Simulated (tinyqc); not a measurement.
# Changing the lattice temperature T

Model: decay of LO phonons and the hot-phonon bottleneck in the cooling of electrons. Computed by tinyqc, a small Python program. Command: `OMP_NUM_THREADS=1 python tinyqc.py 3016053 3016054 out.jsonl hotphonon sweep`. One thread of a shared host (Intel(R) Xeon(R) Processor @ 2.30GHz), about 0.01 s of CPU time with the checks.

n(E, T) = 1/(exp(E/(k_B T)) - 1) is the Bose occupation. Electrons have a temperature T_e; the LO modes within their reach share one occupation N; the decay products stay at the lattice temperature.

Inputs (values chosen for the exercise, modelled on silicon carbide): LO energy hbar omega = 119 meV; lifetime at T = 0, tau_0 = 2.9 ps.

Decay channel: two equal phonons (Klemens).

Constants: k_B = 8.617333262e-05 eV/K; c = 299792458 m/s.

Method. Decay rate 1/tau = (1/tau_0) [1 + 2 n(hbar omega/2)]. Full width Gamma = 1/(2 pi c tau) in 1/cm, c in cm/s.

One run for each value; columns: (1) lattice temperature T (K); (2) Raman width Gamma (1/cm); (3) phonon lifetime tau (ps); (4) equilibrium LO occupation N_0; (5) thermal factor tau_0/tau:
```
(1)     (2)     (3)         (4)     (5)
20   1.8306  2.9000  1.0311e-30  1.0000
31   1.8306  2.9000  4.5056e-20  1.0000
47   1.8306  2.9000  1.7366e-13  1.0000
71   1.8309  2.8997  3.5731e-09  1.0001
110  1.8375  2.8891  3.5308e-06  1.0038
170  1.8948  2.8018  2.9668e-04  1.0350
250  2.0775  2.5554  4.0068e-03  1.1349
390  2.5819  2.0562  2.9854e-02  1.4104
590  3.4777  1.5265  1.0653e-01  1.8997
900  5.0041  1.0609  2.7484e-01  2.7336
```

Over the rows, Raman width Gamma (1/cm) rises from 1.83 to 5.00; phonon lifetime tau (ps) falls from 2.90 to 1.06; equilibrium LO occupation N_0 rises from 1.03e-30 to 0.275 (exponent d ln y / d ln x 56 between the first rows and 2.2 between the last). At the low end the exponent of Raman width Gamma is 0.00, close to 0: spontaneous decay alone. The width is flat while k_B T is small against the energy of the softer product, and then grows with the occupation of the products.
